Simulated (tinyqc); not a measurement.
# Inductance and parasitic capacitance from two readings

Inverse problem. A loss-free coil L in parallel with C shows the apparent inductance L/(1 - w^2 L C), w = 2 pi f. Find L, C and the self-resonance 1/(2 pi sqrt(L C)).

apparent inductance at 2.1 and 3.4 GHz (nH): 8.4433655  15.430966

Answer. The inverse of the reading is 1/L - w^2 C, a straight line in w^2.

L = 6.600 nH
C = 190.0 fF
self-resonance = 4.494 GHz

Numbers from tinyqc (`OMP_NUM_THREADS=1 python tinyqc.py 2302027 2302028 out.jsonl`; about 0.01 s on one thread of a shared Intel Xeon 2.30GHz).
